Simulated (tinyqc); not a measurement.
From results back to parameters: Lorentz oscillators and the Kramers-Kronig relations. Two cases, with inputs chosen for the exercise.

Problem. Below the gap a single undamped oscillator gives n^2 - 1 = Eo Ed/(Eo^2 - E^2) (Wemple-DiDomenico). Two refractive indices were computed from hidden Eo and Ed.

Find: Eo; Ed; n at E = 0.
Method. 1/(n^2 - 1) = Eo/Ed - E^2/(Eo Ed) is a straight line in E^2: slope -1/(Eo Ed), intercept Eo/Ed.

Case 1.

Values chosen: Ea = 1.05 eV; Eb = 2.37 eV.
n(Ea) = 1.704995
n(Eb) = 1.753579

Solution.

Eo = 7.54 eV
Ed = 14.1 eV
n at E = 0 = 1.694

Case 2.

Values chosen: Ea = 0.95 eV; Eb = 2.38 eV.
n(Ea) = 2.210726
n(Eb) = 2.463302

Solution.

Eo = 4.62 eV
Ed = 17.2 eV
n at E = 0 = 2.173

Computed by tinyqc, one run a case: `OMP_NUM_THREADS=1 python tinyqc.py N N+1 out.jsonl` with N = 1652257, 1652264; one thread of a shared Intel(R) Xeon(R) Processor @ 2.30GHz, about 0.2 s a run at most.
